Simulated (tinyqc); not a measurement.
What each parameter does: donor near an oxide interface in a gate field (two-state model).

Interface at z = 0 (hard wall), donor at z = d, field F pulling electrons to the interface: potential e F z; 1 kV/cm = 1e-5 eV/angstrom, c = hbar^2/2m0, q = e^2/(4 pi eps0), Q = (eps - eo)/(eps + eo). Donor state: E_D = e F d - ED - q Q/(4 eps d), the last term joining the images of ion and electron. Interface state: z exp(-b z/2) exp(-rho^2/(2 L^2)) with E_z = c b^2/(4 mz) + 3 e F/b + q Q b/(8 eps), minimised over b; in the plane at z = 3/b the ion (distance D = d - 3/b) and its image (D' = d + 3/b) give E_rho = c/(mt L^2) - (q/eps)(sqrt(pi)/L)[erfcx(D/L) + Q erfcx(D'/L)], erfcx(x) = exp(x^2) erfc(x), minimised over L. E_I = E_z + E_rho.

The two states couple by t = t0 exp(-D/aD) with t0 = q/(eps aD) (2 aD/L) sqrt(aD b/2) v, v a valley factor; this form is an estimate. With detuning u = E_D - E_I the splitting is sqrt(u^2 + 4 t^2) and the lower state has weight (1 - u/sqrt(u^2 + 4 t^2))/2 on the donor.

Constants: hbar^2/2m0 = 3.80998211 eV angstrom^2; e^2/(4 pi eps0) = 14.39964547 eV angstrom.

Parameters, chosen for this exercise (near those of a donor in Si below SiO2, static dielectric constants; the results hold for these values, not for the real material):
- d = 160 angstrom (depth of the donor)
- ED = 31.9 meV (bulk binding energy)
- mz = 0.911 m0 (mass across the interface)
- mt = 0.187 m0 (mass in the plane)
- eps = 11.6 (dielectric constant of the semiconductor)
- eo = 3.9 (dielectric constant of the oxide)
- aD = 19.5 angstrom (donor radius)
- v = 0.58 (valley factor)

Critical field (E_D = E_I), and t and L there.

One parameter was then changed.

Results before and after:

| case | critical field (kV/cm) | t (meV) | L (angstrom) |
|---|---|---|---|
| base | 28.9 | 0.0314 | 109.3 |
| changed | 29.5 | 0.0336 | 108.6 |

Which of these changes was made? (a) mt = 0.215 m0; (b) mz = 0.774 m0; (c) d = 175 angstrom; (d) ED = 37.9 meV; (e) eo = 5.8; (f) eps = 12.3; (g) aD = 21.5 angstrom.

Answer: (b) mz = 0.774 m0. Of the candidates, run in turn, only this one gives the changed row.

All candidates:

| case | critical field (kV/cm) | t (meV) | L (angstrom) |
|---|---|---|---|
| base | 28.9 | 0.0314 | 109.3 |
| d = 175 angstrom | 26.0 | 0.0147 | 116.6 |
| ED = 37.9 meV | 34.2 | 0.0276 | 110.5 |
| aD = 21.5 angstrom | 28.9 | 0.0566 | 109.3 |
| mz = 0.774 m0 | 29.5 | 0.0336 | 108.6 |
| mt = 0.215 m0 | 28.7 | 0.0333 | 103.7 |
| eo = 5.8 | 28.0 | 0.0287 | 112.0 |
| eps = 12.3 | 29.3 | 0.0286 | 111.6 |

Run: tinyqc, `OMP_NUM_THREADS=1 python tinyqc.py 1282218 1282219 out.jsonl`; Intel(R) Xeon(R) Processor @ 2.30GHz, one thread, shared host; about 0.09 s of CPU time with all checks.
